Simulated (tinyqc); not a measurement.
Energy and lattice constant: complex band structure along [001] in sp3s* tight binding.

For k = (0, 0, kz) the phase sums are g0 = cos(phi) and g3 = i sin(phi), phi = kz a/4, and the s, pz, s* orbitals of anion (a) and cation (c) decouple from px, py. With z = exp(i phi), H(z) = H0 + z T + T^T/z for any complex z. H0 is diagonal (Esa, Epa, Exa, Esc, Epc, Exc). The anion-cation block is B(z) = z U + W/z and the cation-anion block z W^T + U^T/z, where U has Vss/2 (s,s), Vsapc/2 (s,z), -Vscpa/2 (z,s), Vxx/2 (z,z), Vxapc/2 (s*,z), -Vpaxc/2 (z,s*), and W has the same values with the s-z and s*-z signs reversed. |z| = 1 is a band state, |z| < 1 decays along [001] as exp(-kappa d) over a distance d, kappa = -(4/a) ln|z|. No spin-orbit coupling.

Parameters, chosen for this exercise (out of a larger set: near a published set for GaSb, fitted to gaps, whose masses and valley positions are rough (light masses up to twice too heavy); not measured data): p = (-7.39, 0.847, -3.935, 2.894, 6.603, 6.032, -6.094, 1.58, 4.104, 4.943, 4.692, 4.976, 4.213) eV (order Esa, Epa, Esc, Epc, Exa, Exc, Vss, Vxx, Vxy, Vsapc, Vscpa, Vxapc, Vpaxc); a = 6.1 angstrom (lattice constant); dE = 0.45 eV (E - Ev).

The slowest root of the s-pz block and the heavy-hole branch, sinh^2(kappa a/4) = ((E - Epa)(E - Epc) - Vxx^2)/(Vxx^2 - Vxy^2), at E = Ev + dE with Ev the lower root of [[Epa, Vxx], [Vxx, Epc]]; the couplings are kept when a changes.

One parameter was then changed.

Results before and after:
```
case     slowest kappa (1/angstrom)  heavy-hole kappa (1/angstrom)
base                         0.0459                         0.2079
changed                      0.0445                         0.2019
```

Which of these changes was made? (a) a = 6.283 angstrom; (b) dE = 0.42 eV.
Answer: (a) a = 6.283 angstrom. Of the candidates, run in turn, only this one gives the changed row.

All candidates:
```
case                slowest kappa (1/angstrom)  heavy-hole kappa (1/angstrom)
base                                    0.0459                         0.2079
dE = 0.42 eV                            0.0469                         0.2020
a = 6.283 angstrom                      0.0445                         0.2019
```

With the couplings fixed, kappa a stays, so kappa scales as 1/a.

Program tinyqc; command `OMP_NUM_THREADS=1 python tinyqc.py 1451586 1451587 out.jsonl`; about 0.01 s on one thread of a shared Intel(R) Xeon(R) Processor @ 2.30GHz.
